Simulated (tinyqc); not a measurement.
Nanowire ballistic transistor, top-of-the-barrier model: one step of the calculation.

At the top of the source barrier, states moving towards the drain are filled by the source (Fermi level 0) and states moving back by the drain (Fermi level -q Vd); nothing scatters. U is the shift of the band edge there, set by the capacitances CG, CD and CS (the total) and by the charge. Parabolic one-dimensional subband; the source is grounded.

Question. Self-consistent potential at the barrier top. eta1 = -(E0 + U)/Vt, eta2 = eta1 - Vd/Vt, n = (N0/2)[F_(-1/2)(eta1) + F_(-1/2)(eta2)], F_(-1/2)(x) = (1/sqrt(pi)) int_0^infinity u^(-1/2)/(1 + exp(u - x)) du. U(out) = UL + q (n - n0)/CS. U(new) = U + 0.2 (U(out) - U).

Inputs (values chosen for the exercise); mass and valleys close to those of germanium: temperature T = 400 K; band edge at the barrier top above the source Fermi level at zero bias E0 = 0.25 eV; drain voltage Vd = 0.2 V.

Constants: q = 1.602176634e-19 C, kB = 1.380649e-23 J/K, Vt = kB T/q. Results are converted to the units shown.

U after iteration 1 = -0.46348402 eV
N0 = 7.4667689e6 cm^-1
CS = 5.9005550 pF/cm
n0 = 5285.1089 cm^-1
UL = -0.5754 eV

Give: eta1; eta2; n; U(out); U after iteration 2.

Answer.

eta1 = 6.1934
eta2 = 0.39119
n = 1.3198e7 cm^-1
U(out) = -0.21719 eV
U after iteration 2 = -0.41422 eV

tinyqc, about 0.04 s, one thread, Intel Xeon 2.30GHz (shared host): `OMP_NUM_THREADS=1 python tinyqc.py 2400045 2400046 out.jsonl`
